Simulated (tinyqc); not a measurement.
Illuminated p-n diode, drift-diffusion by the Gummel loop with Scharfetter-Gummel fluxes: one step of the calculation.

Abrupt junction at x = 0, p side from -Lp, n side to Ln, ohmic contacts. psi is counted from the intrinsic level; n = ni exp((psi - phin)/Vt), p = ni exp((phip - psi)/Vt). Contacts: p side psi = V - Vt ln(Na/ni), p = Na, n = ni^2/Na; n side psi = Vt ln(Nd/ni), n = Nd, p = ni^2/Nd. Constant mobilities, D = mu Vt, Boltzmann statistics, SRH recombination through a mid-gap level, U = (n p - ni^2)/(tp (n + ni) + tn (p + ni)). Current is positive from the p contact to the n contact.

Problem. Recombination and current. U_i as defined. J = Jn at the p contact + Jp at the n contact + q sum w_i U_i - q G sum w_i over the inner nodes, which avoids differences of large majority fluxes: Jn = (q mun Vt/h_0)[n_1 B(d_0) - n_0 B(-d_0)], Jp = (q mup Vt/h_last)[p_(N-1) B(d_last) - p_N B(-d_last)], d_i = (psi_(i+1) - psi_i)/Vt, B(d) = d/(exp(d) - 1), w_i = (h_(i-1) + h_i)/2.

Parameters, values chosen for the exercise; band and dielectric values those of a made-up semiconductor:
- T = 275 K (temperature)
- mun = 4100 cm^2/(V s) (electron mobility)
- mup = 200 cm^2/(V s) (hole mobility)
- tn = 4e-10 s (SRH lifetime of electrons)
- tp = 1e-10 s (SRH lifetime of holes)
- G = 5e20 cm^-3 s^-1 (uniform generation rate)

Constants: q = 1.602176634e-19 C, kB = 1.380649e-23 J/K, Vt = kB T/q. Results are converted to the units shown.

| node | x (nm) | converged psi (V) | converged n (cm^-3) | converged p (cm^-3) |
|---|---|---|---|---|
| 0 | -1400 | -0.30636276 | 7.7651702e-13 | 1.2e17 |
| 1 | -834 | -0.30636259 | 1.0298761e10 | 1.2000001e17 |
| 2 | -487 | -0.30636252 | 8.8806899e9 | 1.1999998e17 |
| 3 | -274 | -0.30636000 | 5.0780834e9 | 1.1998740e17 |
| 4 | -144 | -0.30597609 | 1.6935182e9 | 1.1805931e17 |
| 5 | -64 | -0.28356067 | 1.2266030e8 | 4.5846380e16 |
| 6 | -15 | 0.04902740 | 6.6539393e7 | 3.8253873e10 |
| 7 | 15 | 0.44612091 | 4.5973239e10 | 6.5821136e8 |
| 8 | 92.8 | 0.79128114 | 9.6839879e16 | 1.6638386e9 |
| 9 | 295 | 0.79635267 | 1.1994923e17 | 3.2053742e10 |
| 10 | 818 | 0.79636271 | 1.2000003e17 | 4.8466223e10 |
| 11 | 2180 | 0.79636273 | 1.2000005e17 | 4.9708186e10 |
| 12 | 5700 | 0.79636276 | 1.2e17 | 7.7651702e-13 |

ni = 305.25734 cm^-3

Give: U; Jn at the p contact; Jp at the n contact; recombination; generation; J.

Solution.

| node | U (cm^-3 s^-1) |
|---|---|
| 0 | 0 |
| 1 | 2.575e19 |
| 2 | 2.220e19 |
| 3 | 1.270e19 |
| 4 | 4.234e18 |
| 5 | 3.067e17 |
| 6 | 1.663e17 |
| 7 | 6.226e18 |
| 8 | 1.664e19 |
| 9 | 3.205e20 |
| 10 | 4.847e20 |
| 11 | 4.971e20 |
| 12 | 0 |

Jn at the p contact = 0.002832 A/cm^2
Jp at the n contact = 1.072e-4 A/cm^2
recombination = 0.02899 A/cm^2
generation = 0.04051 A/cm^2
J = -0.008577 A/cm^2

Computed by the program tinyqc: `OMP_NUM_THREADS=1 python tinyqc.py 2240037 2240038 out.jsonl`, one thread of a shared Intel Xeon 2.30GHz, about 0.8 s for the whole run.
